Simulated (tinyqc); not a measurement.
Solubility, supersaturation, precipitation and gettering of an impurity in a silicon-like host: one step, computed by the program tinyqc. Command: `OMP_NUM_THREADS=1 python tinyqc.py 3005866 3005867 out.jsonl ripen walk`. One thread of a shared host (Intel(R) Xeon(R) Processor @ 2.30GHz), about 0.01 s of CPU time with the checks.

The wafer was saturated at T1 and is then held at T.

Question. Denuded zone. Near a surface held at C_eq(T) the excess decays by out-diffusion over sqrt(D t) and by capture over L_s = sqrt(D tau_f) = (4 pi n r_f)^(-1/2); the shorter length sets the depth from which the surface draws.

Inputs (values chosen for the exercise, modelled on gold in silicon):
```
quantity                      value        unit
temperature of saturation T1   1300           K
anneal temperature T           1095           K
anneal time t                 23000           s
wafer thickness w               775  micrometre
```

Gettering: relaxation gettering at sinks.

D(T) = 1.700187e-09 cm^2/s

tau_f = 4812.723 s

Give: sqrt(D t); capture length L_s; L_s/w.

Answer.

sqrt(D t) = 62.533 micrometre

capture length L_s = 28.605 micrometre

L_s/w = 0.036910

The sinks catch the impurity before it reaches a surface, except within L_s of it. Caution: the barrier to homogeneous nucleation is below 35 k_B T for these inputs, so new precipitates would form and outnumber the fixed sinks assumed here.
